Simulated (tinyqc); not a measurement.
# Resistance of a source-drain extension with a graded tip: two studies

y runs along the channel, the gate covers y > 0. The doping is N0 for y < y0 and N0 10^(-(y - y0)/la) beyond, uniform over the depth xj. Sheet conductance s(y) = q mu(N) max(N - Nch, 0) xj + (for y > 0) ma Cox Vo, with mu(N) = u0 + (u1 - u0)/(1 + (N/Nr)^au) and Cox = eps0 eox/tox. Current is taken as one-dimensional; depletion of the tip, spreading and the contact are left out. The metallurgical junction lies at yj, where N = Nch.

Inputs (values chosen for the exercise); mobility law close to that of electrons in silicon:

| symbol | value | unit | meaning |
|---|---|---|---|
| eox | 21.7 |  | relative permittivity of the gate insulator (close to hafnium oxide) |
| tox | 7.8 | nm | insulator thickness |
| N0 | 1.7e20 | cm^-3 | active doping of the extension far from the gate |
| la | 1.8 | nm/decade | lateral abruptness |
| y0 | 3.5 | nm | position under the gate where the fall begins (gate edge at 0) |
| xj | 7 | nm | depth of the extension |
| Nch | 3.6e17 | cm^-3 | channel doping |
| Ls | 21 | nm | spacer length |
| Vo | 0.6 | V | gate overdrive |
| ma | 230 | cm^2/(V s) | mobility of the gate-induced layer |
| u1 | 1414 | cm^2/(V s) | mobility at low doping |
| u0 | 68.5 | cm^2/(V s) | mobility at high doping |
| Nr | 9.2e16 | cm^-3 | reference doping |
| au | 0.711 |  | exponent |
| Lg | 40 | nm | gate length |

Constants: q = 1.602176634e-19 C, eps0 = 8.8541878128e-14 F/cm where lengths are in cm. Results are converted to the units shown.

Each table varies one quantity; the others keep the values above.

## Abruptness at a fixed junction position

R_spacer = integral of dy/s from -Ls to 0, R_ov from 0 to yj, R_channel = (Lg - 2 yj)/(ma Cox Vo), R_total = 2 R_spacer + 2 R_ov + R_channel. Electrical length L_eff = ma Cox dR_total/d(1/Vo); R_series = R_total - L_eff/(ma Cox Vo). y0 is moved with la so that yj stays at 8.3135 nm.

The same in every row: yj (nm) = 8.313; R_channel (ohm um) = 68.76.

Results:

| la (nm/decade) | R_spacer (ohm um) | R_ov (ohm um) | R_total (ohm um) | L_eff (nm) | R_series (ohm um) |
|---|---|---|---|---|---|
| 1 | 14.74 | 8.660 | 115.6 | 26.70 | 37.02 |
| 2.2 | 14.74 | 13.40 | 125.0 | 29.95 | 36.94 |
| 3.4 | 14.90 | 18.04 | 134.6 | 33.17 | 37.07 |
| 5.8 | 32.60 | 21.84 | 177.6 | 36.72 | 69.61 |
| 7 | 52.64 | 22.44 | 218.9 | 37.42 | 108.8 |
| 8.2 | 78.80 | 22.81 | 272.0 | 37.86 | 160.6 |
| 9.4 | 110.0 | 23.06 | 335.0 | 38.17 | 222.7 |

Estimate the missing row, la = 4.6 nm/decade.

Computed row:

| la (nm/decade) | R_spacer (ohm um) | R_ov (ohm um) | R_total (ohm um) | L_eff (nm) | R_series (ohm um) |
|---|---|---|---|---|---|
| 4.6 | 19.83 | 20.68 | 149.8 | 35.49 | 45.40 |

With this row back in the table: As la goes from 1 to 9.4 nm/decade, R_total rises from 116 to 335 ohm um, R_spacer rises from 14.7 to 110 ohm um and R_ov rises from 8.66 to 23.1 ohm um. R_total changes on average by 26.1 ohm um for each nm/decade. L_eff exceeds the metallurgical length by 3.32 nm in the first row and 14.8 nm in the last, since the gate also controls the lightly doped tips.

## Effect of the active doping of the extension far from the gate

Same model as above.

Effect of the active doping of the extension far from the gate:

| N0 (cm^-3) | yj (nm) | R_spacer (ohm um) | R_ov (ohm um) | R_channel (ohm um) | R_total (ohm um) | L_eff (nm) | R_series (ohm um) |
|---|---|---|---|---|---|---|---|
| 2e19 | 6.641 | 98.09 | 14.21 | 78.60 | 303.2 | 34.01 | 203.2 |
| 3.1e19 | 6.983 | 68.18 | 13.87 | 76.59 | 240.7 | 32.84 | 144.1 |
| 4.7e19 | 7.308 | 47.63 | 13.41 | 74.67 | 196.8 | 31.74 | 103.4 |
| 7.2e19 | 7.642 | 32.59 | 12.87 | 72.71 | 163.6 | 30.69 | 73.36 |
| 1.1e20 | 7.973 | 22.13 | 12.32 | 70.76 | 139.7 | 29.74 | 52.19 |
| 1.7e20 | 8.313 | 14.74 | 11.82 | 68.76 | 121.9 | 28.86 | 36.97 |
| 2.6e20 | 8.646 | 9.850 | 11.41 | 66.80 | 109.3 | 28.09 | 26.69 |
| 4e20 | 8.982 | 6.510 | 11.09 | 64.82 | 100.0 | 27.36 | 19.55 |

As N0 goes from 2e19 to 4e20, R_total falls from 303 to 100 ohm um, L_eff falls from 34.0 to 27.4 nm and R_series falls from 203 to 19.5 ohm um.

Computed by the program tinyqc: `OMP_NUM_THREADS=1 python tinyqc.py 2282208 2282209 out.jsonl`, one thread of a shared Intel Xeon 2.30GHz, about 0.03 s for the whole run.
